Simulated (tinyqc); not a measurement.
Collinear exchange A + BC -> AB + C on a London-Eyring-Polanyi-Sato surface: saddle, string of images and rate: one step, computed by the program tinyqc.

x = r(AB), y = r(BC), r(AC) = x + y. V is counted from separated atoms, the barrier from A + BC, that is V + D(BC).

Task: Frequencies at the saddle. Wilson matrix G = [[1/m_A + 1/m_B, -1/m_B], [-1/m_B, 1/m_B + 1/m_C]]; eigenvalues lambda of G H give nu = 15.6333042 THz x sqrt(|lambda|), the negative one being imaginary. Reactant: nu_BC from k = 2 D beta^2 and 1/m_B + 1/m_C. Skew angle: cos = sqrt(m_A m_C/((m_A + m_B)(m_B + m_C))).

Inputs (values chosen for the exercise, bond data loosely for abstraction of hydrogen from a Si-H bond by a hydrogen atom; the barrier is not fitted):
```
quantity   value        unit
D(BC)       4.05          eV
beta(BC)    1.52  1/angstrom
mass of A  1.008           u
mass of B  1.008           u
mass of C  28.09           u
```

Hessian (eV/angstrom^2):
```
           x         y
x  -1.501859  7.445762
y   7.445762  6.031283
```

Constants: nu for 1 eV/(angstrom^2 u) = 15.6333042 THz.

Give: imaginary frequency; real frequency at the saddle; nu_BC; skew angle.

Result:

imaginary frequency = 62.235 THz

real frequency at the saddle = 32.391 THz

nu_BC = 68.559 THz

skew angle = 45.993 degrees
